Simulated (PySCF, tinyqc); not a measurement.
RHF in the sto-3g basis, for H6, spin multiplicity 1, step by step. The lowest restricted solution is unstable here: a spin-polarised one lies 0.1651 hartree lower (PySCF). One step of it, computed by the program tinyqc.

Question. Iteration 14 (converged): orbitals. Diagonalise F' = X^T F X, C = X C', fill 3 alpha and 3 beta electrons from the bottom; D = 2 C_occ C_occ^T. Each column has its largest component positive (the first on a tie).

converged F (hartree):
```
           1H 1s      2H 1s      3H 1s      4H 1s      5H 1s      6H 1s
1H 1s  -0.141185  -0.293543  -0.058587   0.021110   0.003371  -0.012204
2H 1s  -0.293543  -0.207941  -0.305661  -0.054928  -0.000362   0.003371
3H 1s  -0.058587  -0.305661  -0.207530  -0.281513  -0.054928   0.021110
4H 1s   0.021110  -0.054928  -0.281513  -0.207530  -0.305661  -0.058587
5H 1s   0.003371  -0.000362  -0.054928  -0.305661  -0.207941  -0.293544
6H 1s  -0.012204   0.003371   0.021110  -0.058587  -0.293544  -0.141186
```

X:
```
               1          2          3          4          5         6
1H 1s   0.272886  -0.440492   0.596392   0.562892   0.332923  0.172145
2H 1s  -0.619062   0.686718  -0.231371   0.155226   0.442052  0.340051
3H 1s   0.762233  -0.385894  -0.401426  -0.366300   0.239832  0.408638
4H 1s  -0.762233  -0.385894   0.401426  -0.366300  -0.239832  0.408638
5H 1s   0.619062   0.686718   0.231371   0.155226  -0.442052  0.340051
6H 1s  -0.272886  -0.440492  -0.596392   0.562892  -0.332923  0.172145
```

Give: F' = X^T F X; orbital energies; coefficients C; D after iteration 14.

Answer.

F' = X^T F X (hartree):
```
        1        2        3        4        5        6
1  0.5152   0.0000   0.0188   0.0000   0.0226   0.0000
2  0.0000   0.3062   0.0000  -0.0625   0.0000   0.0093
3  0.0188   0.0000   0.0569   0.0000  -0.0185   0.0000
4  0.0000  -0.0625   0.0000  -0.2270   0.0000  -0.0003
5  0.0226   0.0000  -0.0185   0.0000  -0.4078   0.0000
6  0.0000   0.0093   0.0000  -0.0003   0.0000  -0.4995
```

orbital energies (hartree): MO1 -0.4996, MO2 -0.4091, MO3 -0.2342, MO4 0.0570, MO5 0.3135, MO6 0.5165

coefficients C:
```
          MO1      MO2      MO3      MO4      MO5      MO6
1H 1s  0.1764   0.3499   0.5091  -0.5709  -0.5002   0.3043
2H 1s  0.3318   0.4478   0.2339   0.2253   0.6682  -0.6172
3H 1s  0.4136   0.2040  -0.4070   0.4405  -0.3366   0.7510
4H 1s  0.4136  -0.2040  -0.4070  -0.4405  -0.3366  -0.7510
5H 1s  0.3318  -0.4478   0.2339  -0.2253   0.6682   0.6172
6H 1s  0.1764  -0.3499   0.5091   0.5709  -0.5002  -0.3043
```

D after iteration 14:
```
         1H 1s    2H 1s    3H 1s    4H 1s    5H 1s    6H 1s
1H 1s   0.8255   0.6686  -0.1257  -0.4112   0.0419   0.3357
2H 1s   0.6686   0.7307   0.2667  -0.0986  -0.0713   0.0419
3H 1s  -0.1257   0.2667   0.7567   0.5903  -0.0986  -0.4112
4H 1s  -0.4112  -0.0986   0.5903   0.7567   0.2667  -0.1257
5H 1s   0.0419  -0.0713  -0.0986   0.2667   0.7307   0.6686
6H 1s   0.3357   0.0419  -0.4112  -0.1257   0.6686   0.8255
```
